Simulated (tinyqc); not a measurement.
Gas flow in a process chamber: flow regimes, conductance, effective pumping speed, pump-down, outgassing and purge: one step, computed by the program tinyqc.

Ideal gas, isothermal flow, a pump of constant speed at the end of a round pipe; process gas, volume gas and outgassing are given the same properties. 1 sccm = 101325 Pa x 1e-6 m^3/60 s x T/273.15 K.

Question. Molecular flow. Mean speed c = sqrt(8 k_B T/(pi m)); aperture conductance C_a = c pi d^2/16; molecular pipe C_m = C_a/(1 + 3 l/(4 d)) (Dushman form); viscous pipe C_v = pi d^4 p_mean/(128 eta l); Knudsen interpolation C = C_v + C_m (1 + x)/(1 + 1.24 x), x = d p_mean sqrt(m/(k_B T))/eta. Effective speed 1/S_eff = 1/S + 1/C_m; time constant V/S_eff; pressure at which the free path k_B T/(sqrt2 pi d_m^2 p) equals d.

Inputs (values chosen for the exercise, modelled on oxygen near room temperature):
```
quantity            value   unit
molar mass M           32  g/mol
molecular diameter   0.36     nm
temperature T         300      K
chamber volume V       34      L
pipe diameter d        16     cm
pipe length l          50     cm
pump speed S          600    L/s
```

Constants: k_B = 1.380649e-23 J/K; u = 1.6605390666e-27 kg.

Give: mean speed c; C_a; C_m; S_eff in molecular flow; time constant; pressure where the free path equals d.

Answer.

mean speed c = 445.5 m/s

C_a = 2239 L/s

C_m = 669.7 L/s

S_eff in molecular flow = 316.5 L/s

time constant = 0.1074 s

pressure where the free path equals d = 0.04496 Pa

The pipe passes on 53 % of the pump speed.
